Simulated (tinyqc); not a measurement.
Inside a calculation. Method: G0W0 on RHF in the sto-6g basis, for H3+, spin multiplicity 1. One step of it, computed by the program tinyqc.

Question. G0W0 on Hartree-Fock: LUMO. W(p,q,m) = sqrt2 sum_ia (pq|ia) (X+Y)_ia,m; Sigma_c(x) = sum_(i,m) W^2/(x - e_i + w_m) + sum_(a,m) W^2/(x - e_a - w_m); solve x = e_p + Sigma_c(x) by Newton steps; Z = 1/(1 - dSigma/dx); 1 hartree = 27.211386 eV.

orbital energies (hartree): MO1 -1.099300, MO2 -0.325456, MO3 0.481975

Two-electron integrals over orbitals (pq|rs), unique and non-zero (hartree):
```
(11|11) 0.611932    (21|21) 0.145663    (22|11) 0.525560    (22|22) 0.567229
(31|11) 0.103594    (31|22) -0.022579   (31|31) 0.130383    (32|21) -0.136145
(32|32) 0.155122    (33|11) 0.618636    (33|22) 0.558521    (33|31) 0.091984
(33|33) 0.668578
```

excitation energies w (hartree): 1.024557  1.823489

X + Y:
```
            1         2
1>2  0.869078  0.000000
1>3  0.000000  0.931219
```

Give: The 12 largest terms at x = e_p; Newton steps; quasiparticle energy of the LUMO; Hartree-Fock value.

Answer.

The 12 largest terms at x = e_p (hartree; W for the signs of X + Y given):
```
q  m       W       term
1  1   0.179      0.018
3  1  -0.167     -0.015
2  2  -0.030  -4.85e-04
```

Newton steps (hartree):
```
step       x  Sigma_c(x)      Z
0     -0.325    2.05e-03  0.982
1     -0.323    2.02e-03  0.982
2     -0.323    2.02e-03  0.982
```

quasiparticle energy of the LUMO = -8.801 eV

Hartree-Fock value = -8.856 eV
